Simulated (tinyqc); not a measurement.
Coupled-perturbed Hartree-Fock on RHF in the sto-3g basis, for BeH2, spin multiplicity 1, step by step. One step of it, computed by the program tinyqc.

Task: Coupled step 2. U_ai = -(mu_ai + sum_bj [4 (ai|bj) - (ab|ij) - (aj|bi)] U_bj) / (e_a - e_i); alpha = -4 sum U_ai mu_ai.

U after step 1:
```
,i1,i2,i3
a4,-0.018510,-2.043282,0.000000
a5,0.000000,0.000000,0.000000
a6,-0.001573,-0.115717,0.000000
a7,0.000000,0.000000,0.082417
```

dipole integrals <a|z|i> (bohr):
```
,i1,i2,i3
a4,0.150140,0.962945,0.000000
a5,0.000000,0.000000,0.000000
a6,0.018340,0.054125,0.000000
a7,0.000000,0.000000,-0.091243
```

orbital energies (hartree): MO1 -4.534413, MO2 -0.415197, MO3 -0.372026, MO4 0.212247, MO5 0.213746, MO6 0.352170, MO7 0.688526

Two-electron integrals over orbitals (pq|rs), unique and non-zero (hartree):
```
p,q,r,s,(pq|rs)
1,1,1,1,2.271963
2,1,1,1,-0.186604
2,1,2,1,0.023667
2,2,1,1,0.456294
2,2,2,1,-0.005702
2,2,2,2,0.372727
3,1,3,1,0.005010
3,2,3,1,0.010841
3,2,3,2,0.158143
3,3,1,1,0.417308
3,3,2,1,-0.002341
3,3,2,2,0.384214
3,3,3,3,0.407555
4,1,1,1,0.025336
4,1,2,1,-0.003040
4,1,2,2,0.001617
4,1,3,3,0.000892
4,1,4,1,0.015944
4,2,1,1,-0.013865
4,2,2,1,0.000891
4,2,2,2,0.004459
4,2,3,3,0.005980
4,2,4,1,0.014617
4,2,4,2,0.047562
4,3,3,1,-0.000092
4,3,3,2,0.009006
4,3,4,3,0.013115
4,4,1,1,0.567818
4,4,2,1,-0.007274
4,4,2,2,0.352101
4,4,3,3,0.333551
4,4,4,1,-0.003244
4,4,4,2,-0.017797
4,4,4,4,0.450632
5,1,5,1,0.015744
5,2,5,1,0.014920
5,2,5,2,0.047324
5,3,5,3,0.012323
5,4,5,1,-0.002073
5,4,5,2,-0.005606
5,4,5,4,0.024731
5,5,1,1,0.569185
5,5,2,1,-0.007217
5,5,2,2,0.352621
5,5,3,3,0.333505
5,5,4,1,0.000834
5,5,4,2,-0.006861
5,5,4,4,0.400803
5,5,5,5,0.449859
6,1,1,1,-0.191075
6,1,2,1,0.024746
6,1,2,2,-0.005787
6,1,3,3,-0.002850
6,1,4,1,-0.001403
6,1,4,2,0.002462
6,1,4,4,-0.006204
6,1,5,5,-0.005668
6,1,6,1,0.026159
6,2,1,1,0.136982
6,2,2,1,-0.005927
6,2,2,2,-0.013692
6,2,3,3,-0.040470
6,2,4,1,0.002437
6,2,4,2,-0.003222
6,2,4,4,0.065825
6,2,5,5,0.068056
6,2,6,1,-0.004935
6,2,6,2,0.083334
6,3,3,1,-0.000381
6,3,3,2,-0.091632
6,3,4,3,-0.007692
6,3,6,3,0.086884
6,4,1,1,0.012609
6,4,2,1,0.000169
6,4,2,2,0.000928
6,4,3,3,-0.003171
6,4,4,1,0.015489
6,4,4,2,0.043721
6,4,4,4,-0.001246
6,4,5,5,0.005391
6,4,6,1,0.002064
6,4,6,2,0.014595
6,4,6,4,0.047357
6,5,5,1,0.016027
6,5,5,2,0.046173
6,5,5,4,-0.003455
6,5,6,5,0.048655
6,6,1,1,0.459824
6,6,2,1,-0.006589
6,6,2,2,0.375260
6,6,3,3,0.385809
6,6,4,1,0.005046
6,6,4,2,0.015036
6,6,4,4,0.349530
6,6,5,5,0.351873
6,6,6,1,-0.005932
6,6,6,2,-0.024986
6,6,6,4,0.009161
6,6,6,6,0.394453
7,1,3,1,0.009458
7,1,3,2,0.017417
7,1,4,3,-0.000312
7,1,6,3,0.000263
7,1,7,1,0.017991
7,2,3,1,0.004559
7,2,3,2,-0.038891
7,2,4,3,-0.007188
7,2,6,3,0.062467
7,2,7,1,0.008401
7,2,7,2,0.057358
7,3,1,1,0.150510
7,3,2,1,-0.003986
7,3,2,2,0.000991
7,3,3,3,-0.018032
7,3,4,1,0.000072
7,3,4,2,-0.009898
7,3,4,4,0.070269
7,3,5,5,0.070797
7,3,6,1,-0.003575
7,3,6,2,0.078627
7,3,6,4,0.007511
7,3,6,6,-0.020027
7,3,7,3,0.087576
7,4,3,1,-0.001387
7,4,3,2,-0.016207
7,4,4,3,0.012240
7,4,6,3,0.010452
7,4,7,1,-0.002392
7,4,7,2,0.003238
7,4,7,4,0.018681
7,5,5,3,0.013217
7,5,7,5,0.016959
7,6,3,1,0.009606
7,6,3,2,0.138428
7,6,4,3,0.009913
7,6,6,3,-0.090341
7,6,7,1,0.015895
7,6,7,2,-0.046761
7,6,7,4,-0.013931
7,6,7,6,0.134538
7,7,1,1,0.543677
7,7,2,1,-0.007428
7,7,2,2,0.398413
7,7,3,3,0.414235
7,7,4,1,0.000799
7,7,4,2,0.001202
7,7,4,4,0.376920
7,7,5,5,0.376535
7,7,6,1,-0.007422
7,7,6,2,-0.017990
7,7,6,4,-0.003138
7,7,6,6,0.408034
7,7,7,3,0.004106
7,7,7,7,0.451718
```

Give: U after step 2; polarisability.

Result:

U after step 2:
```
,i1,i2,i3
a4,-0.0115,-2.2150,0.0000
a5,0.0000,0.0000,0.0000
a6,-0.0007,-0.1297,0.0000
a7,0.0000,0.0000,0.0790
```

polarisability = 8.5955 bohr^3
